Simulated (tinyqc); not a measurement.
What each change does: conductance of a narrow metal strip with scatterers (square lattice, Green functions).

A strip of W sites across with hard walls, site energy 0 and hopping -t. Mode n = 1 to W has profile chi_n(j) = sqrt(2/(W + 1)) sin(n j pi/(W + 1)) and energy en = -2t cos(n pi/(W + 1)); E = en - 2t cos(kn a). With z_n = exp(i kn a) (Im k > 0 for closed modes, |z| < 1) each lead gives the self-energy -t z_n in mode n. One column carries the site energies v, here one foreign atom. In the mode basis V_nm = sum_j chi_n(j) v_j chi_m(j), G = (E - en + 2 t z_n - V)^-1, and t_nm = 2t sqrt(sin(kn a) sin(km a)) G_nm in size for open modes. T = sum |t_nm|^2, conductance (2e^2/h) T.

Constants: e^2/h = 3.874045865e-05 S.

Parameters, chosen for this exercise (hopping and spacing of the size met in Cu or Al; the lattice is a model; shifted at random, so the results belong to these values and not to a real crystal):
- t = 1.8 eV (hopping)
- W = 3 (sites across)
- E = 0.32 eV (Fermi energy)
- v = (0, 0, -4.2) eV (site energies in the scattering column)

Open modes M, T and the added resistance (1/T - 1/M)/(2 e^2/h).

Results for these values:
```
case  M       T  added resistance (ohm)
base  3  2.3258                    1247
```

What happens to each result for v = (0, 0, -5.46) eV, all else kept?

Answer: M does not change at the printed digits; T falls from 2.3258 to 2.2223; added resistance rises from 1247 to 1505.

The same for each parameter in turn:
```
case                  M       T  added resistance (ohm)
base                  3  2.3258                    1247
t = 1.872 eV          3  2.3440                    1204
E = 0.46 eV           3  2.3146                    1274
v = (0, 0, -5.46) eV  3  2.2223                    1505
```

Program tinyqc; command `OMP_NUM_THREADS=1 python tinyqc.py 1451772 1451773 out.jsonl`; about 0.01 s on one thread of a shared Intel(R) Xeon(R) Processor @ 2.30GHz.
